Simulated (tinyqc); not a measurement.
G0W0 on RHF in the 3-21g basis, for H2, spin multiplicity 1, step by step. Computed by tinyqc, a small Python program that keeps every step (integrals from PySCF). Settings: charge = 0, multiplicity = 1, basis = 3-21g, method = RHF, energy threshold = 1e-10, iteration cap = 83, orthogonalisation = canonical, start = Wolfsberg-Helmholz matrix, DIIS depth = 6. Command: `OMP_NUM_THREADS=1 python tinyqc.py 31556 31557 out.jsonl` (the two numbers bound the seeds that draw the settings). One thread of a shared host (Intel(R) Xeon(R) Processor @ 2.60GHz), about 0.04 s of CPU time with the checks. The early iterations of the SCF are left out here.

## One-electron integrals

Geometry (angstrom):
```
atom         x         y         z
H     0.000000  0.000000  0.000000
H     0.000000  0.000000  0.667000
```

Basis 3-21g: exponents (1/bohr^2) and contraction coefficients of normalised primitives:
```
element  l (shell)  exponent  coefficient
H            s (1)  5.447178     0.156285
H            s (1)  0.824547     0.904691
H            s (2)  0.183192     1.000000
```

Overlap, kinetic and nuclear-attraction integrals over the contracted functions; the nuclear repulsion is the sum of Za Zb / Rab.

nuclear repulsion = 0.79336913 hartree

overlap S, order 1H 1s, 1H 2s, 2H 1s, 2H 2s:
$$\begin{pmatrix}
1.000000 & 0.645899 & 0.475832 & 0.507924 \\
0.645899 & 1.000000 & 0.507924 & 0.864572 \\
0.475832 & 0.507924 & 1.000000 & 0.645899 \\
0.507924 & 0.864572 & 0.645899 & 1.000000
\end{pmatrix}$$

kinetic energy T (hartree), order 1H 1s, 1H 2s, 2H 1s, 2H 2s:
$$\begin{pmatrix}
1.549405 & 0.293152 & 0.317384 & 0.193475 \\
0.293152 & 0.274788 & 0.193475 & 0.214526 \\
0.317384 & 0.193475 & 1.549405 & 0.293152 \\
0.193475 & 0.214526 & 0.293152 & 0.274788
\end{pmatrix}$$

nuclear attraction V (hartree), order 1H 1s, 1H 2s, 2H 1s, 2H 2s:
$$\begin{pmatrix}
-2.499952 & -1.259338 & -1.190227 & -1.025869 \\
-1.259338 & -1.253752 & -1.025869 & -1.126141 \\
-1.190227 & -1.025869 & -2.499952 & -1.259338 \\
-1.025869 & -1.126141 & -1.259338 & -1.253752
\end{pmatrix}$$

core Hamiltonian H = T + V (hartree), order 1H 1s, 1H 2s, 2H 1s, 2H 2s:
$$\begin{pmatrix}
-0.950547 & -0.966186 & -0.872843 & -0.832394 \\
-0.966186 & -0.978964 & -0.832394 & -0.911615 \\
-0.872843 & -0.832394 & -0.950547 & -0.966186 \\
-0.832394 & -0.911615 & -0.966186 & -0.978964
\end{pmatrix}$$

## Two-electron integrals

Functions are numbered as in S; the eight-fold symmetry (ij|kl) = (ji|kl) = (kl|ij) leaves the list below.

Two-electron integrals (ij|kl) in chemists' order, unique and non-zero (hartree):
```
(11|11) 1.140145   (21|11) 0.611403   (21|21) 0.345152   (22|11) 0.626370
(22|21) 0.380329   (22|22) 0.482957   (31|11) 0.463409   (31|21) 0.260536
(31|22) 0.284137   (31|31) 0.239939   (32|11) 0.377913   (32|21) 0.225301
(32|22) 0.271821   (32|31) 0.214258   (32|32) 0.212900   (33|11) 0.727708
(33|21) 0.439943   (33|22) 0.537413   (33|31) 0.463409   (33|32) 0.475036
(33|33) 1.140145   (41|11) 0.475036   (41|21) 0.268907   (41|22) 0.297678
(41|31) 0.214258   (41|32) 0.188570   (41|33) 0.377913   (41|41) 0.212900
(42|11) 0.520187   (42|21) 0.317315   (42|22) 0.407641   (42|31) 0.255480
(42|32) 0.254488   (42|33) 0.520187   (42|41) 0.254488   (42|42) 0.361003
(43|11) 0.439943   (43|21) 0.266474   (43|22) 0.331835   (43|31) 0.260536
(43|32) 0.268907   (43|33) 0.611403   (43|41) 0.225301   (43|42) 0.317315
(43|43) 0.345152   (44|11) 0.537413   (44|21) 0.331835   (44|22) 0.439926
(44|31) 0.284137   (44|32) 0.297678   (44|33) 0.626370   (44|41) 0.271821
(44|42) 0.407641   (44|43) 0.380329   (44|44) 0.482957
```

## Orthogonalisation

S = U s U^T; canonical form X = U s^(-1/2), so that X^T S X = 1. Each column of U has its largest component positive (the first on a tie).

eigenvalues of S: [0.091436, 0.500122, 0.568161, 2.840281]

X, order 1H 1s, 1H 2s, 2H 1s, 2H 2s:
$$\begin{pmatrix}
-0.710369 & 0.763490 & 0.893768 & 0.270921 \\
2.227938 & -0.645631 & 0.284974 & 0.320376 \\
0.710369 & 0.763490 & -0.893768 & 0.270921 \\
-2.227938 & -0.645631 & -0.284974 & 0.320376
\end{pmatrix}$$

## Starting guess

The start is the generalised Wolfsberg-Helmholz matrix (K = 1.75) built on H; D = 2 C_occ C_occ^T.

D at the start, order 1H 1s, 1H 2s, 2H 1s, 2H 2s:
$$\begin{pmatrix}
0.129607 & 0.170091 & 0.129607 & 0.170091 \\
0.170091 & 0.223221 & 0.170091 & 0.223221 \\
0.129607 & 0.170091 & 0.129607 & 0.170091 \\
0.170091 & 0.223221 & 0.170091 & 0.223221
\end{pmatrix}$$

## Iteration 8 (converged): orbitals

converged F (hartree), order 1H 1s, 1H 2s, 2H 1s, 2H 2s:
$$\begin{pmatrix}
0.032695 & -0.537086 & -0.573405 & -0.551214 \\
-0.537086 & -0.361271 & -0.551214 & -0.401303 \\
-0.573405 & -0.551214 & 0.032695 & -0.537086 \\
-0.551214 & -0.401303 & -0.537086 & -0.361271
\end{pmatrix}$$

Diagonalise F' = X^T F X, C = X C', fill 1 alpha and 1 beta electrons from the bottom; D = 2 C_occ C_occ^T. Each column has its largest component positive (the first on a tie).

F' = X^T F X (hartree):
$$\begin{pmatrix}
0.919677 & 0.000000 & -0.668253 & 0.000000 \\
0.000000 & 0.879716 & 0.000000 & -0.059902 \\
-0.668253 & 0.000000 & 0.989226 & 0.000000 \\
0.000000 & -0.059902 & 0.000000 & -0.613760
\end{pmatrix}$$

orbital energies (hartree): MO1 -0.616158, MO2 0.285295, MO3 0.882115, MO4 1.623608

coefficients C, order 1H 1s, 1H 2s, 2H 1s, 2H 2s:
$$\begin{pmatrix}
0.301253 & 0.100156 & 0.752038 & -1.137284 \\
0.294286 & 1.812008 & -0.657934 & 1.327232 \\
0.301253 & -0.100156 & 0.752038 & 1.137284 \\
0.294286 & -1.812008 & -0.657934 & -1.327232
\end{pmatrix}$$

D after iteration 8, order 1H 1s, 1H 2s, 2H 1s, 2H 2s:
$$\begin{pmatrix}
0.181507 & 0.177309 & 0.181507 & 0.177309 \\
0.177309 & 0.173209 & 0.177309 & 0.173209 \\
0.181507 & 0.177309 & 0.181507 & 0.177309 \\
0.177309 & 0.173209 & 0.177309 & 0.173209
\end{pmatrix}$$

## Convergence

Stop when the energy changes by less than 1e-10 hartree and every element of the error matrix X^T (F D S - S D F) X is below 3e-06.

Course of the cycle:
```
iteration  E (hartree)     change  largest element of the error matrix
1          -1.10931696          -                             1.58e-01
2          -1.11883208  -9.52e-03                             2.20e-02
3          -1.11902093  -1.89e-04                             5.38e-05
4          -1.11902094  -9.24e-10                             2.27e-05
5          -1.11902094  -1.20e-10                             1.44e-05
6          -1.11902094  -3.74e-11                             1.05e-05
7          -1.11902094  -1.63e-11                             8.32e-06
8          -1.11902094  -2.69e-11                             8.06e-09
```

PySCF RHF in the same basis = -1.11902094 hartree

Converged in 8 iterations.

## Populations, bond orders and dipole

Mulliken: Z minus the diagonal of D S on the atom; Loewdin: the same with S^(1/2) D S^(1/2); Mayer order: 2 sum_s sum (D(s) S)_ij (D(s) S)_ji over the two atoms.

Charges (e):
```
atom  Mulliken  Loewdin
1H           0        0
2H           0        0
```

Mayer bond orders:
```
pair     order
2-1   1.000000
```

dipole moment about the origin, x y z (debye): [0.000000, 0.000000, 0.000000]

## Integrals over molecular orbitals

(pq|rs) = sum C_ip C_jq C_kr C_ls (ij|kl), one index at a time.

one-electron integrals over orbitals h = C^T H C (hartree):
$$\begin{pmatrix}
-1.296232 & 0.000000 & -0.177210 & 0.000000 \\
0.000000 & -0.540943 & 0.000000 & 0.209623 \\
-0.177210 & 0.000000 & -0.139567 & 0.000000 \\
0.000000 & 0.209623 & 0.000000 & 0.369523
\end{pmatrix}$$

Two-electron integrals over orbitals (pq|rs), unique and non-zero (hartree):
```
(11|11) 0.680073    (21|21) 0.081076    (22|11) 0.453657    (22|22) 0.406790
(31|11) 0.177210    (31|22) 0.050455    (31|31) 0.119257    (32|21) -0.023538
(32|32) 0.037290    (33|11) 0.570469    (33|22) 0.404420    (33|31) 0.133813
(33|33) 0.506062    (41|21) -0.078826   (41|32) -0.018617   (41|41) 0.138634
(42|11) -0.144224   (42|22) -0.054219   (42|31) -0.074407   (42|33) -0.102230
(42|42) 0.067009    (43|21) -0.082317   (43|32) 0.000665    (43|41) 0.122829
(43|43) 0.126994    (44|11) 0.696360    (44|22) 0.465605    (44|31) 0.211893
(44|33) 0.592328    (44|42) -0.169888   (44|44) 0.779315
```

## Screening: direct RPA

With D = e_a - e_i and K = (ia|jb): diagonalise D^(1/2) (D + 4K) D^(1/2) = Z w^2 Z^T; X + Y = D^(1/2) Z w^(-1/2), each column of Z with its largest component positive (the first on a tie); E_c = (sum w - tr (D + 2K)) / 2.

D^(1/2) (D + 4K) D^(1/2) (hartree^2), order 1>2, 1>3, 1>4:
$$\begin{pmatrix}
1.104962 & 0.000000 & -0.448023 \\
0.000000 & 2.959542 & 0.000000 \\
-0.448023 & 0.000000 & 6.258587
\end{pmatrix}$$

excitation energies w (hartree): [1.032620, 1.720332, 2.509431]

X + Y, order 1>2, 1>3, 1>4:
$$\begin{pmatrix}
0.930873 & 0.000000 & -0.051525 \\
0.000000 & 0.933231 & 0.000000 \\
0.126608 & 0.000000 & 0.941246
\end{pmatrix}$$

RPA correlation energy = -0.02752210 hartree

## G0W0 on Hartree-Fock: HOMO

W(p,q,m) = sqrt2 sum_ia (pq|ia) (X+Y)_ia,m; Sigma_c(x) = sum_(i,m) W^2/(x - e_i + w_m) + sum_(a,m) W^2/(x - e_a - w_m); solve x = e_p + Sigma_c(x) by Newton steps; Z = 1/(1 - dSigma/dx); 1 hartree = 27.211386 eV.

The 12 largest terms at x = e_p (hartree; W for the signs of X + Y given):
```
q  m          W       term
1  2   0.233880   0.031796
3  2   0.157394  -0.007697
4  3   0.190283  -0.007624
2  1   0.092619  -0.004435
2  3  -0.110834  -0.003601
4  1  -0.078948  -0.001905
```

Newton steps (hartree):
```
step          x  Sigma_c(x)         Z
0     -0.616158    0.006534  0.974269
1     -0.609792    0.006366  0.974365
2     -0.609792    0.006366  0.974365
```

quasiparticle energy of the HOMO = -16.593289 eV

Hartree-Fock value = -16.766523 eV

## G0W0 on Hartree-Fock: LUMO

As before.

The 12 largest terms at x = e_p (hartree; W for the signs of X + Y given):
```
q  m          W       term
1  1   0.092619   0.004435
1  3  -0.110834   0.003601
4  2  -0.098201  -0.003153
2  2   0.066590  -0.002578
3  1  -0.034320  -0.000723
3  3  -0.023066  -0.000171
```

Newton steps (hartree):
```
step         x  Sigma_c(x)         Z
0     0.285295    0.001412  0.993663
1     0.286698    0.001403  0.993663
```

quasiparticle energy of the LUMO = 7.801456 eV

Hartree-Fock value = 7.763271 eV
